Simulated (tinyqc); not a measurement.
From results back to parameters: k.p values derived from sp3s* tight binding at Gamma. Two cases, with inputs chosen for the exercise.

Problem. The electron mass obeys m0/m = A + Ep/EG, where A gathers the direct term and the higher bands, and Ep = P^2/c with c = hbar^2/2m0, P = (a/4)(sa pc Vsapc + sc pa Vscpa). The mass comes from a hidden Vscpa (s cation, p anion); sa, sc are the anion and cation parts of S+, the upper s level at Gamma, and pa, pc those of P-, the lower p level (P+ is the upper one).

Constants: hbar^2/2m0 = 3.80998211 eV angstrom^2.

Find: Ep; Vscpa.

Method. Ep = (m0/m - A) EG gives |P|; both terms of P have the sign of sc pa, and the linear relation gives Vscpa. A is held fixed, though its part from P+ also depends on Vscpa.

Case 1.

Values chosen (out of a larger set: near a published set for GaSb, fitted to gaps, whose masses and valley positions are rough; not measured data): a = 6.097 angstrom (lattice constant); Vsapc = 4.968 eV (s anion, p cation).

m = 0.0677055 m0
A = -1.97441
EG = 0.806685 eV

sa, sc, pa, pc: 0.606466  -0.795109  0.878821  -0.477152

Solution.

Ep = 13.51 eV
Vscpa = 4.68 eV

Case 2.

Values chosen (out of a larger set: near a published set for AlAs, fitted to gaps, whose masses and valley positions are rough; not measured data): a = 5.664 angstrom (lattice constant); Vsapc = 5.051 eV (s anion, p cation).

m = 0.2886442 m0
A = -1.58532
EG = 2.999056 eV

sa, sc, pa, pc: 0.532004  -0.846742  0.884802  -0.465967

Solution.

Ep = 15.14 eV
Vscpa = 5.49 eV

Computed by tinyqc, one run a case: `OMP_NUM_THREADS=1 python tinyqc.py N N+1 out.jsonl` with N = 1450705, 1450722; one thread of a shared Intel(R) Xeon(R) Processor @ 2.30GHz, about 0.01 s a run at most.
